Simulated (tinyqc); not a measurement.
# CMOS latch-up, two-transistor model, step by step

Computed by the program tinyqc: `OMP_NUM_THREADS=1 python tinyqc.py 2670106 2670107 out.jsonl`, one thread of a shared Intel Xeon 2.30GHz, about 0.07 s for the whole run. Printed values are rounded.

A parasitic pnp (emitter at Vdd, base shunted by Rw) and npn (emitter at ground, base shunted by Rs) feed each other: the npn collector current flows out of the pnp base node, the pnp collector current into the npn base node. Forward-active transistors with constant gains: Icn = Isn exp(Vn/Vt), Icp = Isp (exp(Vp/Vt) - 1). A current Ii is injected into the npn base node.

Inputs (values chosen for the exercise); values close to those of bulk CMOS:

| symbol | value | unit | meaning |
|---|---|---|---|
| T | 300 | K | temperature |
| bn | 14.8 |  | current gain of the npn |
| bp | 5.8 |  | current gain of the pnp |
| Isn | 5.1e-15 | A | saturation current of the npn at T |
| Isp | 6e-15 | A | saturation current of the pnp at T |
| Rs | 74 | ohm | substrate resistance shunting the npn |
| Rw | 1100 | ohm | well resistance shunting the pnp |
| R2 | 340 | ohm | resistance from the pnp collector to the npn base |
| Von | 0.69 | V | base-emitter voltage in the on state |
| Vsat | 0.13 | V | saturation voltage |
| Vdd | 1.2 | V | supply voltage |
| Ii | 5.75 | mA | current injected into the substrate |

Constants: q = 1.602176634e-19 C, kB = 1.380649e-23 J/K, Vt = kB T/q. Results are converted to the units shown.

## Holding current and voltage

On state with both base-emitter voltages at Von: npn base current Ib = (Von/Rs + bp Von/Rw)/(bn bp - 1), holding current Ih = (bn + 1) Ib + Von/Rs, holding voltage Vh = Vsat + Von + R2 (Ib + Von/Rs).

bn bp = 85.84
Ib = 0.152788 mA
Ih = 11.7384 mA
Vh = 4.04222 V

Vh is above Vdd = 1.2 V, so the supply cannot sustain a latched state.

## The off branch

Vn, point 0 to 7 (V): 0.455  0.535  0.585  0.615  0.635  0.655  0.67  0.685

Node equations: Vp/Rw + Icp/bp = Icn and Vn/Rs + Icn/bn = Icp + Ii. Loop gain G = gn gp/[(1/Rw + gp/bp)(1/Rs + gn/bn)], gn = Icn/Vt, gp = (Icp + Isp)/Vt; the off state ends where G = 1, and Ii there is the trigger current. For each Vn: Icn, then Vp from the first equation, then Ii from the second.

```
point	Icn (mA)	Vp (V)	Icp (mA)	Ii (mA)	G
0	2.2451e-4	2.4696e-4	5.7592e-14	6.1487	1.6563e-13
1	0.0049565	0.0054521	1.4087e-12	7.2301	4.4683e-12
2	0.034288	0.037716	1.9808e-11	7.9077	1.0707e-10
3	0.10942	0.12037	6.2529e-10	8.3182	8.2392e-9
4	0.23719	0.26091	1.4496e-7	8.5971	4.0043e-6
5	0.51415	0.56237	0.016810	8.8693	0.85236
6	0.91849	0.68217	1.7303	7.3858	12.003
7	1.6408	0.71324	5.7561	3.6115	20.201
```

Ii peaks at 8.870 mA, at Vn = 0.6552 V where G = 1; beyond it the loop feeds itself.

## Iteration 1: response to the injected current, once round the loop per iteration

Vn at the start = 0.51 V

Icn = Isn exp(Vn/Vt); Vp solves Vp/Rw + Icp/bp = Icn; Vn(new) solves Vn/Rs + (Isn/bn) exp(Vn/Vt) = Icp + Ii.

Icn = 0.00188449 mA
Vp = 0.00207294 V
Icp = 5.00923e-13 mA
Vn after iteration 1 = 0.425500 V

## Course of the iteration: response to the injected current, once round the loop per iteration

Stop when Vn changes by less than 1e-9 V, or after 150 iterations. Vn must stay below 1.1 V.

Course of the iteration:
```
iteration	Vn (V)	|change| (V)
1	0.425500	0.0845
2	0.425500	3.57e-14
```

Converged in 2 iterations. An off state exists, since Ii is below the trigger current, the largest Ii that the node equations allow, 8.870 mA.
